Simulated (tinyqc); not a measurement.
# Cabrera-Mott growth of a thin oxide under its own electric field, step by step

A worked calculation. Computed by tinyqc, a small Python program that keeps every step. Command: `OMP_NUM_THREADS=1 python tinyqc.py 3021989 3021990 out.jsonl cabrera walk`. One thread of a shared host (Intel(R) Xeon(R) Processor @ 2.30GHz), about 0.02 s of CPU time with the checks. Intermediate numbers are printed to about 7 digits and carried at full precision; extremes and crossings named in words are read from the listed rows.

Electrons cross the film freely and set a fixed potential V across it; the field V/x lowers the barrier for ions entering the oxide.

Inputs (values chosen for the exercise, for a model metal): barrier W = 1.4 eV; Mott potential V = 0.85 V; ion charge number z = 3; half jump distance b = 2.1 angstrom; prefactor u0 = N Omega nu = 2.5e+12 angstrom/s; temperature T = 450 K; starting thickness x0 = 5.7 angstrom; time t = 510000 s.

Backward hops: ignored.

Constants: k_B = 8.617333262e-05 eV/K.

## Scales

u = u0 exp(-W/(k_B T)), X1 = z b V/(k_B T) with V in volts and k_B T in eV; dx/dt = u exp(X1/x).

u = 5.231547e-04 angstrom/s

X1 = 138.0938 angstrom

## Field and rate at the start

Field E = V/x; the barrier is lowered by z b V/x.

field = 14.91228 MV/cm

barrier lowering = 0.9394737 eV

rate = 1.738891e+07 angstrom/s

## Thickness after time t

t(x) = int_(x0)^x dx / (dx/dt) by Gauss-Legendre quadrature (80 points on each side of (x0 + 2 x)/3), solved for x.

thickness x = 527.6148 angstrom

rate at time t = 6.796713e-04 angstrom/s

field at time t = 0.1611024 MV/cm

X1/x = 0.262: the field is now weak. Caution: the starting field or rate is formal: the first layers form as fast as oxygen arrives. Caution: electrons tunnel only through a few nanometres, so beyond about 10 nm a fixed Mott potential is doubtful. Caution: X1/x is small, so backward hops, left out here, would cut the rate.

## Limiting thickness

Growth counts as stopped when u exp(X1/x) falls to 1e-5 angstrom/s: x_L = X1/ln(1e-5/u), defined while u is below that rate; the critical temperature is T_c = W/(k_B ln(u0/1e-5)).

Limiting thickness x_L: none: u exceeds the rate

critical temperature T_c = 405.5474 K

T is above T_c, so u exp(X1/x) never falls to that level.

## Growth over eight decades

Closed form for thin films (leading term of the integral): x solves (x^2/(u X1)) exp(-X1/x) = t.

Thickness:
```
t (s)     x (angstrom)  1/x (1/angstrom)  closed form (angstrom)
1.00e+00  1.705495e+01      5.863401e-02                  16.717
1.00e+01  2.205813e+01      4.533476e-02                  21.403
1.00e+02  3.048019e+01      3.280819e-02                  29.020
1.00e+03  4.668594e+01      2.141972e-02                  42.747
1.00e+04  8.492773e+01      1.177472e-02                  71.041
1.00e+05  2.090508e+02      4.783526e-03                 139.454
1.00e+06  8.422519e+02      1.187293e-03                 331.106
1.00e+07  5.807904e+03      1.721792e-04                 916.477
1.00e+08  5.319623e+04      1.879833e-05                2756.021
```

Per decade of time the film gains 5.0 angstrom at first and 47000 at the end. The inverse-logarithmic law predicts -X1 d(1/x)/d ln t near 1; the rows give 0.80 at first and 0.01 at the end. The closed form misses by at most a factor 19, as it needs x well below X1 and above x0. In the last rows x grows as t^0.96, approaching the linear law x = u t, an artefact of dropping backward hops. Caution: rows beyond about 10 nm exceed the range where electrons tunnel freely and hold a fixed Mott potential.

Checks made by the program: quadrature against adaptive integration (relative difference below 1e-10).
